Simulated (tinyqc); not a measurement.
Jacobi rotations on a symmetric matrix, step by step. Computed by tinyqc, a small Python program that keeps every step. Settings: method = jacobi. Command: `OMP_NUM_THREADS=1 python tinyqc.py 22045 22046 out.jsonl` (the two numbers bound the seeds that draw the settings). One thread of a shared host (Intel(R) Xeon(R) Processor @ 2.60GHz), about 0.01 s of CPU time with the checks.

## Jacobi rotation 1

A, lower triangle:
```
,1,2,3,4
1,0.0190
2,0.0620,1.0380
3,-0.0120,0.1810,1.9460
4,0.0550,-0.0560,0.0760,2.4240
```

Take the largest off-diagonal element A_pq; tan 2 theta = 2 A_pq / (A_qq - A_pp) with |theta| <= pi/4; A' = J^T A J with J_pp = J_qq = cos, J_pq = sin, J_qp = -sin.

p, q, theta (rad): 2.0000  3.0000  0.1897

A', lower triangle:
```
,1,2,3,4
1,0.0190
2,0.0632,1.0032
3,-0.0001,0.0000,1.9808
4,0.0550,-0.0693,0.0641,2.4240
```

## Jacobi rotation 2

As before.

p, q, theta (rad): 2.0000  4.0000  -0.0486

A', lower triangle:
```
,1,2,3,4
1,0.0190
2,0.0658,0.9999
3,-0.0001,0.0031,1.9808
4,0.0519,0.0000,0.0640,2.4274
```

## All rotations

The off-diagonal norm falls at every rotation.

Rotations:
```
step,p,q,theta,off-diagonal norm
1,2,3,0.1897,1.78e-01
2,2,4,-0.0486,1.49e-01
3,1,2,0.0666,1.17e-01
4,3,4,0.1396,7.35e-02
5,1,4,0.0211,1.25e-02
6,1,3,-0.0038,6.57e-03
7,2,4,0.0027,3.67e-03
8,2,3,0.0027,2.37e-04
9,3,4,-3.25e-04,1.01e-04
10,1,2,-7.21e-05,1.30e-06
11,1,4,-3.29e-07,6.35e-07
12,2,4,2.83e-07,2.71e-07
13,1,3,-9.79e-08,2.06e-10
```

eigenvalues: 0.0135  1.0042  1.9718  2.4375
